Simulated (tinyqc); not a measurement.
# Worked calculation: on-chip interconnect, size-dependent resistivity and RC delay

Program tinyqc, `OMP_NUM_THREADS=1 python tinyqc.py 2100070 2100071 out.jsonl`; Intel Xeon 2.30GHz, shared host, one thread, about 0.01 s. Printed values are rounded.

A rectangular line between two neighbours and two ground planes. Surface and grain-boundary scattering are added to the bulk resistivity as corrections; capacitances are parallel-plate values without fringing; inductance is ignored.

Inputs (values chosen for the exercise); metal values close to those of tungsten: bulk resistivity rho0 = 5.41 uohm cm; bulk mean free path lam = 15.7 nm; specular share of surface scattering ps = 0; reflection coefficient of grain boundaries Rg = 0.33; grain size over the metal width gr = 2; drawn line width wd = 91 nm; aspect ratio, height over width AR = 2.3; liner on both walls and the bottom, not conducting tl = 0.8 nm; space to the neighbouring lines sp = 91 nm; dielectric height to the planes above and below hd = 170 nm; relative permittivity of the dielectric ek = 2.7; Miller factor of the neighbours Mf = 1; line length Lw = 14 um; driver resistance Rd = 430 ohm; load capacitance Cl = 1.8 fF; time step dt = 0.52 ps.

Constants: eps0 = 8.8541878128e-12 F/m. Results are converted to the units shown.

## Resistivity, resistance and capacitance per length

Metal width x = wd - 2 tl, height y = AR wd - tl; grain boundaries (Mayadas-Shatzkes): al = (lam/(gr x)) Rg/(1 - Rg), g = 1/[1 - 3 al/2 + 3 al^2 - 3 al^3 ln(1 + 1/al)] - 1; surfaces (Fuchs-Sondheimer, thick limit): s = (3/8) lam (1 - ps)(1/x + 1/y); rho = rho0 (1 + g + s); r = rho/(x y); c = eps0 ek (2 wd/hd + 2 Mf AR wd/sp).

x = 89.4 nm
y = 208.5 nm
al = 0.0432485
g = 0.0638682
s = 0.0940931
rho = 6.26457 uohm cm
r = 3.36084 ohm/um
c = 0.135563 fF/um

rho is 1.16 times the bulk value; surfaces add more (0.0941 against 0.0639). The liner takes 2.13 % of the cross-section.

## Ladder and Elmore delays

4 equal pi sections: series Rs = r Lw/4; node capacitances c Lw/4, halved at nodes 0 and 4, with Cl added to node 4; Rd feeds node 0. Elmore delay of node k: the sum, over the resistors on the path to k, of resistance times all capacitance downstream of it.

Rs = 11.7629 ohm

| node | C (fF) | Elmore delay (ps) |
|---|---|---|
| 0 | 0.237235 | 1.59009 |
| 1 | 0.474470 | 1.63080 |
| 2 | 0.474470 | 1.66592 |
| 3 | 0.474470 | 1.69547 |
| 4 | 2.03723 | 1.71943 |

The far-end value equals Rd (c Lw + Cl) + r Lw (c Lw/2 + Cl) for any number of pi sections; the line resistance contributes 7.52 % of it.

## Step 1: node voltages after a time step

v at t = 0, node 0 to 4 (V): [0, 0, 0, 0, 0]

A 1 V step is applied behind Rd at t = 0. C dv/dt = -G v + b, with G the conductance matrix of the ladder (1/Rs between neighbours, 1/Rd added at node 0) and b = (1 V/Rd, 0, ...). Trapezoidal step: (C/dt + G/2) v(new) = (C/dt - G/2) v + b.

v at t = 1 dt, node 0 to 4 (V): [0.364074, 0.323230, 0.289324, 0.261629, 0.239550]

## Step 2: node voltages after a time step

As before.

v at t = 2 dt, node 0 to 4 (V): [0.446731, 0.455932, 0.461042, 0.463628, 0.464933]

## Course in time

A 1 V step is applied behind Rd at t = 0. C dv/dt = -G v + b, with G the conductance matrix of the ladder (1/Rs between neighbours, 1/Rd added at node 0) and b = (1 V/Rd, 0, ...). Trapezoidal step: (C/dt + G/2) v(new) = (C/dt - G/2) v + b. The last column solves the same ladder exactly by its modes.

Voltages (V):

| t (ps) | node 0 | node 2 | node 4 | node 4, exact |
|---|---|---|---|---|
| 0.5200 | 0.3641 | 0.2893 | 0.2396 | 0.2521 |
| 1.040 | 0.4467 | 0.4610 | 0.4649 | 0.4501 |
| 1.560 | 0.6719 | 0.6182 | 0.5885 | 0.5957 |
| 2.080 | 0.6895 | 0.7100 | 0.7141 | 0.7027 |
| 2.600 | 0.8353 | 0.7943 | 0.7771 | 0.7814 |
| 3.120 | 0.8220 | 0.8447 | 0.8475 | 0.8393 |
| 3.640 | 0.9216 | 0.8885 | 0.8790 | 0.8819 |
| 4.160 | 0.8947 | 0.9175 | 0.9188 | 0.9131 |
| 4.680 | 0.9668 | 0.9388 | 0.9343 | 0.9361 |
| 5.200 | 0.9350 | 0.9570 | 0.9568 | 0.9530 |
| 5.720 | 0.9901 | 0.9656 | 0.9643 | 0.9655 |
| 6.240 | 0.9574 | 0.9784 | 0.9771 | 0.9746 |

The far end of the ladder reaches 0.5 V at 1.201 ps, 0.698 of its Elmore delay (ln 2 = 0.693 for a single pole); the slowest mode has a time constant of 1.691 ps. The largest error of the trapezoidal steps at that node is 15 mV. Node 0 swings up and down from step to step: the trapezoidal rule does not damp modes much faster than dt, so these swings are numerical.
